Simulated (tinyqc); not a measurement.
Worked calculation: double quantum well by finite differences. Values are carried at full precision from step to step, so a last printed digit may differ when a step is redone from the rounded ones.

Finite differences on points z_i at the centres of cells of width h: H_ii = (c/h^2)(1/m_(i-1/2) + 1/m_(i+1/2)) + V_i, H_(i,i+1) = -(c/h^2)/m_(i+1/2), where m_(i+1/2) is the mean of the masses at the two points (the end values are repeated outwards), psi = 0 on the points beyond both ends, c = hbar^2/2m0. The field adds e F (z - z0) with z0 the middle of the structure; 1 kV/cm = 1e-5 eV/angstrom.

Constants: hbar^2/2m0 = 3.80998211 eV angstrom^2.

Inputs chosen for the exercise (near those of an InGaAs well in InP; the results hold for these values, not for the real material):
- layers = ((78, 0.251, 0.0771), (78, 0, 0.0403), (26, 0.251, 0.0771), (78, 0, 0.0403), (78, 0.251, 0.0771)) (each layer: thickness in angstrom, band edge in eV, mass in m0)
- F = 0 kV/cm (field along z)
- h = 26 angstrom (cell width of the coarse grid)
- hf = 1.625 angstrom (cell width of the fine grid)

## The coarse grid

List the points, the potential with the field, and the masses.

Grid:

| i | z (angstrom) | V (eV) | m (m0) |
|---|---|---|---|
| 1 | 13.0 | 0.2510 | 0.0771 |
| 2 | 39.0 | 0.2510 | 0.0771 |
| 3 | 65.0 | 0.2510 | 0.0771 |
| 4 | 91.0 | 0.0000 | 0.0403 |
| 5 | 117.0 | 0.0000 | 0.0403 |
| 6 | 143.0 | 0.0000 | 0.0403 |
| 7 | 169.0 | 0.2510 | 0.0771 |
| 8 | 195.0 | 0.0000 | 0.0403 |
| 9 | 221.0 | 0.0000 | 0.0403 |
| 10 | 247.0 | 0.0000 | 0.0403 |
| 11 | 273.0 | 0.2510 | 0.0771 |
| 12 | 299.0 | 0.2510 | 0.0771 |
| 13 | 325.0 | 0.2510 | 0.0771 |

## The tridiagonal Hamiltonian

Form the diagonal and the neighbouring elements; V in the grid already includes the field.

diagonal H_ii (eV): 0.3972  0.3972  0.4201  0.2359  0.2797  0.2359  0.4430  0.2359  0.2797  0.2359  0.4201  0.3972  0.3972

H_(i,i+1) (eV): -0.0731  -0.0731  -0.0960  -0.1399  -0.1399  -0.0960  -0.0960  -0.1399  -0.1399  -0.0960  -0.0731  -0.0731

## Lowest levels on the coarse grid

Diagonalise the symmetric tridiagonal matrix; give the three lowest levels and the weights u_i^2 (sum 1) of the two lowest.

levels (eV): 0.0380  0.0509  0.1797

weights on the points:
```
             1      2      3      4      5      6      7      8      9     10     11     12
level 1  0.000  0.000  0.009  0.124  0.189  0.160  0.036  0.160  0.189  0.124  0.009  0.000
level 2  0.000  0.001  0.012  0.161  0.208  0.119  0.000  0.119  0.208  0.161  0.012  0.001

            13
level 1  0.000
level 2  0.000
```

## Halving the cell width

The same with h, h/2, ..., h/32. The end points move with h, since psi vanishes half a cell beyond the structure. Richardson value (4 E(h/32) - E(h/16))/3.

Convergence:

| cell (angstrom) | points | E1 (eV) | E2 (eV) | E1 - finest (meV) |
|---|---|---|---|---|
| 26.0000 | 13 | 0.03803 | 0.05088 | -10.391 |
| 13.0000 | 26 | 0.04522 | 0.05833 | -3.206 |
| 6.5000 | 52 | 0.04758 | 0.06069 | -0.843 |
| 3.2500 | 104 | 0.04822 | 0.06133 | -0.204 |
| 1.6250 | 208 | 0.04838 | 0.06149 | -0.041 |
| 0.8125 | 416 | 0.04842 | 0.06153 | 0.000 |

Richardson values of E1, E2 (eV): 0.04844  0.06154

The coarse grid is 10.4 meV too low in E1. The last differences between rows shrink by a factor 4.0 (4 for a pure h^2 error, 2 for one linear in h).

## Positions and dipoles on the fine grid

With h sum psi^2 = 1: <z - z0> of three levels, |z_12| and |z_13|, the mass m1 from 1/m1 = <1|1/m|1>, and f_1j = (m1/c)(E_j - E_1) z_1j^2.

levels (eV): 0.0484  0.0615  0.2032

<z - z0> (angstrom): 0.0  0.0  0.0

|z_12|, |z_13| (angstrom): 52.02  0.00

m1 = 0.0423 m0

f_12, f_13: 0.394  0.000

The structure is symmetric and there is no field, so z_13 vanishes by parity. E2 - E1 = 13.1 meV, a wavelength of 94.6 micrometre (hc = 1239.841984 eV nm).

## Checks

- E1 at zero field on the grid h/32 against transfer matrices between the same hard ends, eV: both 0.0484.

(tinyqc, `OMP_NUM_THREADS=1 python tinyqc.py 1280036 1280037 out.jsonl`, Intel(R) Xeon(R) Processor @ 2.30GHz, 1 thread, shared host, about 0.03 s.)
